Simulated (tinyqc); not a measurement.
Inside a calculation. Method: empirical pseudopotential in a few plane waves. One step of it, computed by the program tinyqc.

Task: Bloch Hamiltonian at G. Basis: the 15 shortest G (labels in 2 pi/a), the same at every k. H(G,G') = c |k + G|^2 delta + VS(|G-G'|^2) cos((G-G').tau) + i VA sin((G-G').tau), tau = a/8 (1,1,1); 1 Ry = 13.605693 eV.

Parameters chosen for this model: fcc lattice, atoms at +/- a/8 (1,1,1); form factors in rydberg at |G|^2 in units of (2 pi/a)^2:
```
parameter,value,unit
a,6.400000,angstrom
VS(3),-0.259000,Ry
VS(8),0.029000,Ry
VS(11),0.037000,Ry
VA(3),0,Ry
VA(4),0,Ry
VA(11),0,Ry
hbar^2/2m (2 pi/a)^2,3.672169,eV
```

k point G (2 pi / a): 0  0  0

Give: H(k) at G.

Result:

H(k) at G (eV), lower triangle:
```
,+0+0+0,-1-1-1,-1-1+1,-1+1-1,-1+1+1,+1-1-1,+1-1+1,+1+1-1,+1+1+1,-2+0+0,+0-2+0,+0+0-2,+0+0+2,+0+2+0,+2+0+0
+0+0+0,0.000
-1-1-1,2.492,11.017
-1-1+1,-2.492,0.000,11.017
-1+1-1,-2.492,0.000,0.395,11.017
-1+1+1,-2.492,-0.395,0.000,0.000,11.017
+1-1-1,-2.492,0.000,0.395,0.395,0.000,11.017
+1-1+1,-2.492,-0.395,0.000,0.000,0.395,0.000,11.017
+1+1-1,-2.492,-0.395,0.000,0.000,0.395,0.000,0.395,11.017
+1+1+1,2.492,0.000,-0.395,-0.395,0.000,-0.395,0.000,0.000,11.017
-2+0+0,0.000,-2.492,-2.492,-2.492,2.492,0.356,-0.356,-0.356,-0.356,14.689
+0-2+0,0.000,-2.492,-2.492,0.356,-0.356,-2.492,2.492,-0.356,-0.356,0.395,14.689
+0+0-2,0.000,-2.492,0.356,-2.492,-0.356,-2.492,-0.356,2.492,-0.356,0.395,0.395,14.689
+0+0+2,0.000,-0.356,2.492,-0.356,-2.492,-0.356,-2.492,0.356,-2.492,-0.395,-0.395,0.000,14.689
+0+2+0,0.000,-0.356,-0.356,2.492,-2.492,-0.356,0.356,-2.492,-2.492,-0.395,0.000,-0.395,0.395,14.689
+2+0+0,0.000,-0.356,-0.356,-0.356,0.356,2.492,-2.492,-2.492,-2.492,0.000,-0.395,-0.395,0.395,0.395,14.689
```
